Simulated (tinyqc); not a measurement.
AlGaN/GaN HEMT with access regions, lumped model: effect of the barrier thickness.

A polarisation-induced electron sheet under a Schottky gate, in series with two ungated access regions and contacts. Drift law v = mu E/(1 + mu E/vs) under the gate. Currents in mA/mm, resistances in ohm mm. No self-heating, no channel-length modulation; fits for polarisation, barrier and offset are chosen for the exercise.

sigma = (5e13 x + 1.6e13 x^2) cm^-2, phiB = 0.84 + 1.3 x, dEc = 0.7 (1.71 x + x^2) in volts, Cb = eps0 eps_r/d, VT = phiB - dEc - q sigma/Cb, access density n0 = -Cb VT/q. Access resistance R(L, n) = L/(q mu n sqrt(1 - (I/(q n vs))^2)); Rs = Rc + R(Ls, n0), Rd = Rc + R(Ld, (1 - ft) n0). Vg' = Vg - I Rs, Vd' = Vd - I (Rs + Rd); with u = Vg' - VT, Vc = vs Lg/mu and w the smaller of Vd' and Vc [sqrt(1 + 2 u/Vc) - 1] (0 if negative), the channel gives (mu Cb/Lg)(u w - w^2/2)/(1 + w/Vc). I equals that channel current. Isat is I at Vd = 10 V, gm = dIsat/dVg, Ron the limit of Vd/I at small Vd.

Values chosen for this exercise; values close to those of AlGaN/GaN structures:
- x = 0.34 (aluminium share of the barrier)
- eps_r = 9 (relative permittivity of barrier and channel)
- mu = 1500 cm^2/(V s) (channel mobility)
- vs = 1.2e7 cm/s (saturation velocity)
- Lg = 0.25 um (gate length)
- Ls = 1.5 um (source access length)
- Ld = 16 um (drain access length)
- Rc = 0.17 ohm mm (resistance of each contact)
- ft = 0 (share of the drain-access electrons removed by traps)
- Vg = 1 V (gate voltage)

Constants: q = 1.602176634e-19 C, eps0 = 8.8541878128e-14 F/cm where lengths are in cm. Results are converted to the units shown.

Results:

| d (nm) | VT (V) | n0 (cm^-2) | Ron (ohm mm) | Isat (mA/mm) | gm (mS/mm) |
|---|---|---|---|---|---|
| 8 | -2.238 | 1.391e13 | 5.626 | 1469 | 43.14 |
| 11 | -3.375 | 1.526e13 | 5.165 | 1608 | 25.67 |
| 14 | -4.512 | 1.603e13 | 4.936 | 1687 | 18.33 |
| 18 | -6.028 | 1.666e13 | 4.766 | 1751 | 13.29 |
| 22 | -7.544 | 1.705e13 | 4.664 | 1792 | 10.43 |
| 33 | -11.71 | 1.765e13 | 4.519 | 1852 | 6.548 |

Estimate the missing row, d = 27 nm.

Computed row:

| d (nm) | VT (V) | n0 (cm^-2) | Ron (ohm mm) | Isat (mA/mm) | gm (mS/mm) |
|---|---|---|---|---|---|
| 27 | -9.438 | 1.739e13 | 4.582 | 1825 | 8.214 |

With this row back in the table: As d goes from 8 to 33 nm, Ron falls from 5.63 to 4.52 ohm mm, Isat rises from 1470 to 1850 mA/mm and gm falls from 43.1 to 6.55 mS/mm. VT falls from -2.24 to -11.7 V. In every row the power passes 5 W/mm, where self-heating, left out here, lowers the current. At d = 33 nm the barrier is thick and rich enough in aluminium to relax or crack. In every row the gated channel is not yet saturated at 10 V, because the access regions take the voltage, and gm drops.

tinyqc, about 0.04 s, one thread, Intel Xeon 2.30GHz (shared host): `OMP_NUM_THREADS=1 python tinyqc.py 2570165 2570166 out.jsonl`
